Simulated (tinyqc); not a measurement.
Interdiffusion of a quantum well during annealing: blurred potential and shift of the confined levels: one step, computed by the program tinyqc.

A square well of width w is blurred by Fick diffusion with a constant coefficient; band offsets are linear in composition, masses are uniform, and strain and excitons are ignored.

Problem. Levels before the anneal. Square well, ground state: take the lowest root of k tan(k w/2) = kappa, k^2 = E/c, kappa^2 = (V - E)/c, c = hbar^2/(2m) with hbar^2/(2 m_0) in eV angstrom^2.

Inputs (values chosen for the exercise, modelled on SiGe in silicon (holes and electrons as a model)):

| quantity | value | unit |
|---|---|---|
| well width w | 11 | nm |
| electron mass m_e | 0.188 | m_0 |
| hole mass m_h | 0.269 | m_0 |
| conduction offset V_c | 0.034 | eV |
| valence offset V_v | 0.19 | eV |

Constants: hbar^2/(2 m_0) = 3.80998212 eV angstrom^2.

Give: electron level before the anneal; hole level before the anneal.

Solution.

electron level before the anneal = 7.726 meV

hole level before the anneal = 8.612 meV

Caution: the well mass is used in the barriers too; a heavier barrier mass would lower these levels.
